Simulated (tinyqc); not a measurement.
What the corrections do to the levels: formation energy of a charged point defect from supercell energies. Computed by tinyqc, a small Python program. Command: `OMP_NUM_THREADS=1 python tinyqc.py 3002039 3002040 out.jsonl formation walk`. One thread of a shared host (Intel(R) Xeon(R) Processor @ 2.30GHz), about 0.01 s of CPU time with the checks.

The host is a compound AB. Making the defect adds n_A = 0, n_B = -1, n_X = 1 atoms to the cell. All total energies are inputs. E_F is counted from the valence-band maximum (VBM); x = 0 is A-rich and x = 1 B-rich growth.

Inputs (values chosen for the exercise, for a model compound AB):
```
quantity                      value      unit
gap E_g                        2.29        eV
E_VBM of the host cell        1.871        eV
potential alignment dV         0.11        eV
dielectric constant eps        13.8         -
cell length L                  15.2  angstrom
mu_B of the pure element     -2.468        eV
formation enthalpy dH of AB   -1.09        eV
growth condition x            0.099         -
mu_X of the pure element     -6.503        eV
formation enthalpy of AX         -2        eV
```

Defect: impurity X on a B site. Supercell lattice: bcc.

charge states q: 3  2  1  0

E(defect, q) - E(host), in the order of q (eV): -12.022  -8.062  -4.568  -0.606

Constants: e^2/(4 pi eps_0) = 14.39964548 eV angstrom.

Method:
- dmu_A = x dH and dmu_B = (1 - x) dH, so that dmu_A + dmu_B = dH; mu = mu(element) + dmu. The impurity is held at its solubility limit: dmu_X = min(0, dH(AX) - dmu_A).
- The reservoir term is sum n_i mu_i.
- Image-charge correction of a point charge in a neutralising background: E_corr = q^2 alpha e^2/(4 pi eps_0) / (2 eps L), alpha = 2.888462 for a bcc array with L the cube root of the volume.
- E_f(q, E_F) = [E(defect, q) - E(host)] - sum n_i mu_i + q (E_VBM + dV + E_F) + E_corr(q).
- Levels eps(q/q-1) with the terms q dV and E_corr left out or kept.

E_f(q, 0) (eV): (q=+3) -0.24171, (q=+2) 1.24158, (q=+1) 2.45714, (q=0) 4.33900

E_corr (eV): (q=+3) 0.892295, (q=+2) 0.396575, (q=+1) 0.099144, (q=0) 0.000000

Levels above the VBM (eV):
```
level      raw  with alignment  with image charge  with both
(+3/+2)  2.089           1.979             1.5933     1.4833
(+2/+1)  1.623           1.513             1.3256     1.2156
(+1/0)   2.091           1.981             1.9919     1.8819
```

What does the comparison show, and why?

Alignment moves every level by -dV = -0.110 eV. The image term moves eps(q/q-1) by (1 - 2q) E_corr(1): (+3/+2) by -0.496, (+2/+1) by -0.297, (+1/0) by -0.099 eV, donor levels down and acceptor levels up. It adds 2 E_corr(1) = 0.198 eV to every U. Caution: the largest image-charge correction in these energies, q^2 alpha e^2/(8 pi eps_0 eps L) with alpha = 2.888462, exceeds a quarter of the gap; the point-charge term alone is then a rough estimate, usually too large for a charge that is spread out. Caution: E_f at E_F = 0 is negative for at least one charge state, so in equilibrium E_F cannot reach the valence-band maximum.

Extremes, crossings and ranges named in words are read from the listed rows.
